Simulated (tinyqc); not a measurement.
Thin film modes against wave vector: bulk, surface, particle and sheet plasmons.

Zero temperature, parabolic band: kF = (3 pi^2 n)^(1/3), EF = c kF^2/m, Ep^2 = 8 pi c e2 n/(m eb), qTF^2 = 6 pi e2 n/(eb EF), c = hbar^2/2m0, e2 = e^2/(4 pi eps0), n in 1/angstrom^3 (1e-24 per 1/cm^3).

Constants: hbar^2/2m0 = 3.80998211 eV angstrom^2; e^2/(4 pi eps0) = 14.39964547 eV angstrom.

Inputs chosen for the exercise (mass and background constant near those of GaAs; polar phonons, which mix with the plasmon in the real crystal, and the rise of the mass with filling are left out; shifted at random, so the results belong to these values and not to a real crystal):

| symbol | value | unit | meaning |
|---|---|---|---|
| n | 5.6e+18 | 1/cm^3 | electron density |
| m | 0.0675 | m0 | mass |
| eb | 10.9 |  | background dielectric constant |
| ed | 4 |  | dielectric constant of the surroundings |
| d | 100 | angstrom | film thickness |

Drude medium eps = eb (1 - Ep^2/E^2), no retardation. A film of thickness d has modes eps = -ed coth(q d/2) (lower) and eps = -ed tanh(q d/2) (upper); a sheet with ns = n d has E^2 = 4 pi c e2 ns q/(m ed). One surface: eps = -ed; small sphere: eps = -2 ed.

Modes (meV):

| q d | q (1/angstrom) | lower | upper | sheet |
|---|---|---|---|---|
| 0.020 | 0.000200 | 16.68 | 102.3 | 16.91 |
| 0.050 | 0.000500 | 25.87 | 102.0 | 26.74 |
| 0.10 | 0.00100 | 35.46 | 101.5 | 37.81 |
| 0.20 | 0.00200 | 47.34 | 100.6 | 53.48 |
| 0.50 | 0.00500 | 64.81 | 98.13 | 84.56 |
| 1.0 | 0.0100 | 76.48 | 94.73 | 119.6 |
| 2.0 | 0.0200 | 84.16 | 90.57 | 169.1 |
| 4.0 | 0.0400 | 87.19 | 88.05 | 239.2 |
| 8.0 | 0.0800 | 87.61 | 87.63 | 338.2 |

bulk, surface, sphere (meV): 102.4  87.62  77.80

What does the comparison show?

At small q d the lower mode tends to the sheet law sqrt(q) (within 5 % up to q d = 0.05 of the values listed) and the upper one starts near the bulk value. At q d = 8 the two are 0.016 meV apart around the surface value 87.62 meV. Retardation, left out here, matters where q is below about three times sqrt(ed) E/(hbar c), hbar c = 1973.27 eV angstrom: that holds for 0 of the rows (from the top) for the lower mode and 1 for the upper one. From q d = 4 on q exceeds half of kF = 0.0549 1/angstrom, where a local dielectric function has failed; it does so earlier, once hbar vF q nears the mode energy.

Run: tinyqc, `OMP_NUM_THREADS=1 python tinyqc.py 1681133 1681134 out.jsonl`; Intel(R) Xeon(R) Processor @ 2.30GHz, one thread, shared host; about 0.01 s of CPU time with all checks.
